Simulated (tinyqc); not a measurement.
Temperature and isotope dependence of a band gap in oscillator models, step by step. Values are carried at full precision from step to step, so a last printed digit may differ when a step is redone from the rounded ones.

E(T) = E0 - sum_i sl_i th_i n_i(T), n = 1/(exp(th/T) - 1). The same coupling lowers the gap at 0 K by the zero-point term ZP = sum_i sl_i th_i/2, so the gap of the static lattice is E0 + ZP. Thermal expansion is taken as part of the slopes.

Values chosen for the exercise (near those of Si; the results hold for these values, not for the real material):
- E0 = 1.162 eV (gap at 0 K)
- th = (150, 482) K (temperatures of two oscillators)
- sl = (0.1086, 0.2204) meV/K (their high-temperature slopes)
- T = 300 K (temperature)
- M = 28.1 u (mean atomic mass)
- dM = -0.82 u (change of the mean mass (not bounded by the natural isotopes))
- T12 = (320, 710) K (temperatures of the fits)

## The gap at T

Give the occupations, the two terms, the gap, ZP and the static gap.

n_i: 1.54149  0.25087

terms (meV): 25.111  26.650

E(T) = 1.1102 eV
ZP = 61.26 meV
static gap = 1.2233 eV

The thermal fall, 51.8 meV, is smaller than the zero-point term, 61.3 meV; the soft oscillator supplies 49 % of the fall but 13 % of ZP. A calculation with clamped ions should be compared with the static gap.

## Slope and asymptote

dE/dT = -sum sl_i (th_i/T)^2 n_i (1 + n_i). At high T, n -> T/th - 1/2, so E -> E0 + ZP - (sum sl_i) T. Give the slope, its ratio to the limit, and the value at 0 K of the tangent drawn at T.

dE/dT = -0.2849 meV/K
ratio to the limiting slope = 0.8660
intercept of the tangent = 1.1957 eV
intercept - E0 = 33.71 meV

The tangent recovers 55 % of ZP: the extrapolation works only from T well above the higher oscillator (482 K).

## Isotope effect

With M -> M + dM the oscillator temperatures scale as M^(-1/2) and the slopes stay. Give th, ZP, E0 (static gap fixed) and E(T) for the new mass, and the linear rule dE0 = ZP dM/(2 M).

th (K): 152.24  489.19

ZP = 62.175 meV
shift of E0 = -0.914 meV
linear rule = -0.894 meV
shift of E(T) = -0.414 meV

The lighter crystal has the narrower gap. At 300 K 45 % of the shift at 0 K is left; it fades at high T, where the motion is classical and the mean-square amplitude no longer depends on mass.

## Two common fits

Two-parameter forms are made to pass through the falls at the two temperatures T12: Varshni aV T^2/(T + bV), from the line T^2/fall = (T + bV)/aV; one oscillator s1 t1/(exp(t1/T) - 1), with t1 from the ratio of the falls.

Give the falls and the parameters.

falls (meV): 57.5086  178.5794

aV = 0.3742 meV/K
bV = 346 K
t1 = 346.8 K
s1 = 0.3243 meV/K
ZP of the one-oscillator fit = 56.2 meV

The limiting slope of the model is 0.3290 meV/K; Varshni puts it +14 % off and one oscillator -1 %. The ZP of the fit differs from the true one by -5.0 meV.

## Checks

- Slope by finite differences against the formula (meV/K): both 0.28490.
- Fall at 20 times the higher oscillator temperature against the asymptote (meV): 3110.8 against 3110.3.

Run: tinyqc, `OMP_NUM_THREADS=1 python tinyqc.py 1850791 1850792 out.jsonl`; Intel(R) Xeon(R) Processor @ 2.30GHz, one thread, shared host; about 0.01 s of CPU time with all checks.
